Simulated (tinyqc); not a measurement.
Capacitance of parallel on-chip lines from Laplace's equation on a mesh: two steps of the calculation.

Cross-section of an endless row of equal lines between two grounded planes; neighbours are driven in antiphase (+1 V and -1 V), so the plane midway between two lines is at 0 V. By symmetry one quarter is solved: x runs from the centre of a line (column 0, mirror) to that midplane (column 3, 0 V), y from the mid-height of the line (row 0, mirror) to the ground plane (row 3, 0 V). The line fills columns 0 to 1 and rows 0 to 1 at 1 V. Cells beside the line (below row 1) have e2, cells above have e1. Each link between nodes has the conductance g = mean permittivity of the two cells beside it (a cell beyond a mirror counts as 0), and the free nodes obey sum g (V_neighbour - V) = 0.

Parameters, values chosen for the exercise:
- e1 = 2.4 (relative permittivity above and below the lines)
- e2 = 3.9 (relative permittivity between the lines)

Constants: eps0 = 8.8541878128e-12 F/m. Results are converted to the units shown.

Question 1. Link conductances. gx[j, i] joins node (row j, column i) to column i + 1, gy[j, i] to row j + 1.

Give: gx; gy.

Answer 1.

gx:

|  | col 0 | col 1 | col 2 |
|---|---|---|---|
| row 0 | 1.950 | 1.950 | 1.950 |
| row 1 | 3.150 | 3.150 | 3.150 |
| row 2 | 2.400 | 2.400 | 2.400 |
| row 3 | 1.200 | 1.200 | 1.200 |

gy:

|  | col 0 | col 1 | col 2 | col 3 |
|---|---|---|---|---|
| row 0 | 1.950 | 3.900 | 3.900 | 1.950 |
| row 1 | 1.200 | 2.400 | 2.400 | 1.200 |
| row 2 | 1.200 | 2.400 | 2.400 | 1.200 |

Question 2. Capacitance per length. C = 4 eps0 sum g (difference of V)^2 over all links (twice the energy of the four quarters, line at 1 V). Plate estimate without fringing: eps0 [2 e1 w/hd + 2 e2 t/(s/2)], w = 2 hx, t = 2 hx, s/2 = 2 hx, hd = 2 hx.

converged V (V):

|  | col 0 | col 1 | col 2 | col 3 |
|---|---|---|---|---|
| row 0 | 1.0000000 | 1.0000000 | 0.4677048 | 0.0000000 |
| row 1 | 1.0000000 | 1.0000000 | 0.4354095 | 0.0000000 |
| row 2 | 0.4590542 | 0.4181084 | 0.2133795 | 0.0000000 |
| row 3 | 0.0000000 | 0.0000000 | 0.0000000 | 0.0000000 |

gx:

|  | col 0 | col 1 | col 2 |
|---|---|---|---|
| row 0 | 1.95 | 1.95 | 1.95 |
| row 1 | 3.15 | 3.15 | 3.15 |
| row 2 | 2.4 | 2.4 | 2.4 |
| row 3 | 1.2 | 1.2 | 1.2 |

gy:

|  | col 0 | col 1 | col 2 | col 3 |
|---|---|---|---|---|
| row 0 | 1.95 | 3.9 | 3.9 | 1.95 |
| row 1 | 1.2 | 2.4 | 2.4 | 1.2 |
| row 2 | 1.2 | 2.4 | 2.4 | 1.2 |

Wanted: C; plate estimate.

Answer 2.

C = 172.2 aF/um
plate estimate = 111.6 aF/um

Computed by the program tinyqc: `OMP_NUM_THREADS=1 python tinyqc.py 2790180 2790181 out.jsonl`, one thread of a shared Intel Xeon 2.30GHz, about 1 s for the whole run.
